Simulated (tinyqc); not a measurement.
Worked calculation: CIS and TDHF on RHF in the sto-3g basis, for H3+, spin multiplicity 1. One step of it, computed by the program tinyqc.

Task: CIS singlet states. Diagonalise A (1 hartree = 27.211386 eV); each vector has its largest component positive (the first on a tie). The transition dipole is mu = sqrt2 sum c_ia <i|r|a>.

CIS matrix A, singlet (hartree):
```
          1>2       1>3
1>2  0.854758  0.000000
1>3  0.000000  0.855527
```

dipole integrals <i|r|a> (bohr):
```
            x          y         z
1>2  0.000000   0.884669  0.258478
1>3  0.000000  -0.258374  0.884314
```

Give: singlet excitation energies; lowest vectors; oscillator strengths 2/3 w |mu|^2.

Result:

singlet excitation energies (eV): 23.259  23.280

lowest vectors:
```
     state 1  state 2
1>2    1.000    0.000
1>3    0.000    1.000
```

oscillator strengths 2/3 w |mu|^2: 0.968  0.968
